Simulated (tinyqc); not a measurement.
From results to parameters: Hubbard dimer. Computed by the program tinyqc.

Problem. A two-site Hubbard model with two electrons has its ground state at (U - sqrt(U^2 + 16 t^2))/2, the triplet at 0 and the odd ionic singlet at U. Find t, U and the double occupancy per site.

singlet-triplet splitting = 0.476783 eV
gap from the ground state to the ionic odd singlet = 10.336783 eV

Solution. The difference of the two gaps is U and their product is 4 t^2; the double occupancy per site is (1 - U/sqrt(U^2 + 16 t^2))/4.

t, U (eV): 1.110  9.860
double occupancy per site = 0.022
